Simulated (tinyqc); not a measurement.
Charge needed for a dipole step.

Two sheets of opposite charge dd apart with permittivity ei give the step D = q N dd/(eps0 ei).

Inputs (values chosen for the exercise):
- ei = 4.9 (relative permittivity inside the dipole layer)
- dd = 0.17 nm (thickness of the dipole layer)

Constants: q = 1.602176634e-19 C, eps0 = 8.8541878128e-14 F/cm where lengths are in cm. Results are converted to the units shown.

Charge needed for a dipole step:
```
N (cm^-2)     D (V)  field (MV/cm)  moment (debye/nm^2, 1 D = 3.33564e-30 C m)
1e12       0.006278         0.3693                                     0.08165
2.7e12      0.01695         0.9971                                      0.2205
6.8e12      0.04269          2.511                                      0.5553
1.7e13       0.1067          6.278                                       1.388
4.5e13       0.2825          16.62                                       3.674
1.1e14       0.6906          40.62                                       8.982
2.9e14        1.821          107.1                                       23.68
```

What does the comparison show?

D is proportional to N, 0.1 V for 1.59e13 cm^-2. The same sheet as an uncompensated charge under 1 nm of a dielectric of permittivity 3.9 would shift the flat band by 0.739 V, and that shift would grow with thickness, which a dipole step does not. For N = 1.1e14, 2.9e14 the field exceeds 20 MV/cm; it acts over one bond length, where the sheet picture is only a bookkeeping device.

Numbers from tinyqc (`OMP_NUM_THREADS=1 python tinyqc.py 2410128 2410129 out.jsonl`; about 0.01 s on one thread of a shared Intel Xeon 2.30GHz).
